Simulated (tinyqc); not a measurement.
Gupta-type many-body potential for a metal. Changing the decay q. Computed by tinyqc, a small Python program. Command: `OMP_NUM_THREADS=1 python tinyqc.py 3020216 3020217 out.jsonl gupta sweep`. One thread of a shared host (Intel(R) Xeon(R) Processor @ 2.30GHz), about 0.03 s of CPU time with the checks.

E_i = sum_j A exp(-p (r_ij/r0 - 1)) - xi rho_i^gamma, with rho_i = sum_j exp(-2 q (r_ij/r0 - 1)); gamma = 1/2 is the tight-binding second-moment form. The crystal is fcc unless stated; d is the neighbour distance and a fixed number of shells is kept.

Inputs (values chosen for the exercise, modelled on silver): repulsion A = 0.102 eV; hopping xi = 1.16 eV; decay p = 10.8; reference distance r0 = 2.889 angstrom; shells kept = 3; embedding exponent gamma = 0.5.

Surface: (111).

Constants: 1 eV/angstrom^3 = 160.2176634 GPa; 1 eV/angstrom^2 = 16.02176634 J/m^2.

Method:
- fcc shells: d sqrt(k), k = 1..5, with 12, 6, 24, 12, 24 atoms; Omega = d^3/sqrt2.
- Equilibrium: dE/dd = 0; B = d^2 E''(d)/(9 Omega).
- Repulsion and density of one neighbour in each shell, and their sums.
- Each neighbour j of the vacancy loses one repulsive term and one density term: E_v = sum_shells count x {-repulsion - xi [(rho - density)^gamma - rho^gamma]}. (The removed atom returns to a bulk-like site, so its own energy cancels.)
- Second derivatives of E/Omega at equilibrium under homogeneous strain: e_xx = h gives C11; e_xx = -e_yy = h gives 2 (C11 - C12); e_xy = e_yx = h/2 gives C44.
- Cut the crystal without relaxation; an atom in layer l keeps the neighbours that lie below the surface plane. Excess = E_i + E_c. Surface energy = sum of excesses over the layers, divided by the area per surface atom: (sqrt3/2) d^2 for (111), d^2 for (100), sqrt2 d^2 for (110).

One run for each value; columns: (1) decay q; (2) ratio E_v/E_c, E_c = xi rho^gamma less the repulsive energy; (3) Cauchy pressure C12 - C44 (GPa); (4) bulk modulus B (GPa); (5) surface energy (J/m^2):
```
(1)      (2)    (3)    (4)     (5)
1.87  0.3915  17.46   72.7  0.9263
2.13  0.3756  21.50   78.3  0.8360
2.40  0.3579  26.40   84.6  0.7605
2.67  0.3387  32.20   91.4  0.6983
2.93  0.3188  38.80   98.6  0.6472
3.20  0.2963  46.92  106.7  0.6000
3.47  0.2719  56.61  115.5  0.5565
3.73  0.2465  67.73  125.0  0.5161
```

What does the table show, and why?

Over the rows, ratio E_v/E_c, E_c = xi rho^gamma less the repulsive energy falls from 0.392 to 0.246 (exponent d ln y / d ln x -0.32 between the first rows and -1.4 between the last); Cauchy pressure C12 - C44 (GPa) rises from 17.5 to 67.7 (exponent d ln y / d ln x 1.6 between the first rows and 2.5 between the last); bulk modulus B (GPa) rises from 72.7 to 125 (exponent d ln y / d ln x 0.57 between the first rows and 1.1 between the last). A larger q/p makes repulsion and band term cancel more closely, so the many-body part weighs more: vacancies get cheaper relative to E_c and the Cauchy pressure grows.
